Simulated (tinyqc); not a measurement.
From results back to parameters: k.p values derived from sp3s* tight binding at Gamma. Three cases, with inputs chosen for the exercise.

Problem. The electron mass obeys m0/m = A + Ep/EG, where A gathers the direct term and the higher bands, and Ep = P^2/c with c = hbar^2/2m0, P = (a/4)(sa pc Vsapc + sc pa Vscpa). The mass comes from a hidden Vscpa (s cation, p anion); sa, sc are the anion and cation parts of S+, the upper s level at Gamma, and pa, pc those of P-, the lower p level (P+ is the upper one).

Constants: hbar^2/2m0 = 3.80998211 eV angstrom^2.

Find: Ep; Vscpa.

Method. Ep = (m0/m - A) EG gives |P|; both terms of P have the sign of sc pa, and the linear relation gives Vscpa. A is held fixed, though its part from P+ also depends on Vscpa.

Case 1.

Values chosen (out of a larger set: near a published set for AlAs, fitted to gaps, whose masses and valley positions are rough; not measured data): a = 5.658 angstrom (lattice constant); Vsapc = 5.053 eV (s anion, p cation).

m = 0.3084624 m0
A = -1.62709
EG = 3.146760 eV

sa, sc, pa, pc: 0.538028  -0.842927  0.885238  -0.465139

Solution.

Ep = 15.32 eV
Vscpa = 5.54 eV

Case 2.

Values chosen (out of a larger set: near a published set for SiC, fitted to gaps, whose masses and valley positions are rough; not measured data): a = 4.36 angstrom (lattice constant); Vsapc = 9.453 eV (s anion, p cation).

m = 0.5096774 m0
A = -2.56023
EG = 5.920391 eV

sa, sc, pa, pc: 0.654853  -0.755756  0.819845  -0.572586

Solution.

Ep = 26.77 eV
Vscpa = 9.23 eV

Case 3.

Values chosen (out of a larger set: near a published set for GaP, fitted to gaps, whose masses and valley positions are rough; not measured data): a = 5.45 angstrom (lattice constant); Vsapc = 4.295 eV (s anion, p cation).

m = 0.2541073 m0
A = -1.70324
EG = 2.846868 eV

sa, sc, pa, pc: 0.561366  -0.827567  0.886446  -0.462833

Solution.

Ep = 16.05 eV
Vscpa = 6.30 eV

Computed by tinyqc, one run a case: `OMP_NUM_THREADS=1 python tinyqc.py N N+1 out.jsonl` with N = 1450596, 1450646, 1450659; one thread of a shared Intel(R) Xeon(R) Processor @ 2.30GHz, about 0.01 s a run at most.
